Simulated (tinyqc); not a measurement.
Fully depleted semiconductor-on-insulator film with two gates, non-linear Poisson equation by Newton steps: threshold and coupling against the film thickness.

One dimension across the film, front interface at x = 0, back interface at x = ts. psi is counted from the intrinsic level, n = ni exp(psi/Vt) (source grounded), holes neglected, acceptors ionised. Gates act through Cox = eps0 eox/tox and Cbox = 3.9 eps0/tb with potentials G1 = Vg - (phiM - chi - Vt ln(Nc/ni)) and G2 = Vb - (phiB - chi - Vt ln(Nc/ni)). Classical Boltzmann densities, no interface charge, no depletion in the back plane.

ni = sqrt(Nc Nv) exp(-Eg/(2 Vt)), Eg in volts. The Poisson equation eps0 eps_r d2psi/dx2 = q (n + Na), with -eps0 eps_r dpsi/dx = Cox (G1 - psi) at x = 0 and eps0 eps_r dpsi/dx = Cbox (G2 - psi) at x = ts, is solved on 300 equal intervals with half boxes at both ends; N_inv is the trapezoid sum of n. VT is the Vg for N_inv = 1e11 cm^-2; -dVT/dVb from the linearised equation. Limits with Cs = eps0 eps_r/ts: front channel Cs Cbox/(Cox (Cs + Cbox)), back channel Cbox (Cox + Cs)/(Cox Cs). Swing at N_inv = 1e8 cm^-2.

Inputs (values chosen for the exercise); band and dielectric values close to those of silicon: temperature T = 350 K; band gap Eg = 1.12 eV; relative permittivity eps_r = 11.6; conduction-band density of states at T Nc = 3.58e19 cm^-3; valence-band density of states at T Nv = 3.36e19 cm^-3; electron affinity chi = 4.04 eV; relative permittivity of the gate insulator (close to silicon nitride) eox = 7.72; insulator thickness tox = 2.4 nm; buried-oxide thickness (eps_r 3.9) tb = 52 nm; acceptor density of the film Na = 1.6e16 cm^-3; work function of the front gate phiM = 4.47 eV; work function of the back plane phiB = 4.09 eV; back-gate voltage Vb = 0 V.

Constants: q = 1.602176634e-19 C, kB = 1.380649e-23 J/K, Vt = kB T/q, eps0 = 8.8541878128e-14 F/cm where lengths are in cm. Results are converted to the units shown.

Results:
```
ts (nm)  VT (V)  centroid/ts at VT  -dVT/dVb  front-channel limit  back-channel limit  swing (mV/decade)
4         0.285              0.498    0.0355               0.0227              0.0492               72.0
5.6       0.275              0.498    0.0402               0.0225              0.0595               72.4
7.7       0.266              0.498    0.0462               0.0222              0.0731               72.9
11        0.255              0.498    0.0552               0.0218              0.0944               73.7
15        0.247              0.497    0.0655               0.0213               0.120               74.8
21        0.239              0.495    0.0798               0.0205               0.159               76.5
40        0.228              0.479     0.115               0.0185               0.282               82.4
```

Estimate the missing row, ts = 29 nm.

Computed row:
```
ts (nm)  VT (V)  centroid/ts at VT  -dVT/dVb  front-channel limit  back-channel limit  swing (mV/decade)
29        0.232              0.490    0.0964               0.0196               0.211               78.9
```

With this row back in the table: As ts goes from 4 to 40, VT falls from 0.285 to 0.228 V, the centroid falls from 0.498 to 0.479 of ts and -dVT/dVb rises from 0.0355 to 0.115. The coupling covers 48.4 % of the way from the front-channel to the back-channel limit in the first row and 36.5 % in the last. For ts = 4, 5.6, 7.7 the film is thin enough for confinement to raise VT, which is left out.

Program tinyqc, `OMP_NUM_THREADS=1 python tinyqc.py 2190093 2190094 out.jsonl`; Intel Xeon 2.30GHz, shared host, one thread, about 0.3 s.
